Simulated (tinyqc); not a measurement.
From results back to parameters: band gaps under pressure and temperature from deformation potentials. Three cases, with inputs chosen for the exercise.

Problem. A gap falls from its value at 0 K by aV T^2/(T + bV). The falls at two temperatures are given.

Case 1.

Values chosen (out of a larger set: near those of GaSb, the X and L potentials typical of such crystals; not measured data): T12 = (100, 200) K (two temperatures).

falls at the two temperatures (meV): 17.258065  49.195402

Case 2.

Values chosen (out of a larger set: near those of Si, the X and L potentials typical of such crystals; not measured data): T12 = (100, 200) K (two temperatures).

falls at the two temperatures (meV): 17.268519  47.215190

Case 3.

Values chosen (out of a larger set: near those of GaAs, the X and L potentials typical of such crystals; not measured data): T12 = (77, 300) K (two temperatures).

falls at the two temperatures (meV): 11.707080  98.132530

Find: T^2/fall; aV; bV.

Solution. T^2/fall = (T + bV)/aV is a straight line in T with slope 1/aV and intercept bV/aV.

Case 1.

T^2/fall (K^2/meV): 579.4  813.1

aV = 0.428 meV/K
bV = 148 K

Case 2.

T^2/fall (K^2/meV): 579.1  847.2

aV = 0.373 meV/K
bV = 116 K

Case 3.

T^2/fall (K^2/meV): 506.4  917.1

aV = 0.543 meV/K
bV = 198 K

Computed by tinyqc, one run a case: `OMP_NUM_THREADS=1 python tinyqc.py N N+1 out.jsonl` with N = 1080513, 1080576, 1080583; one thread of a shared Intel(R) Xeon(R) Processor @ 2.30GHz, about 0.01 s a run at most.
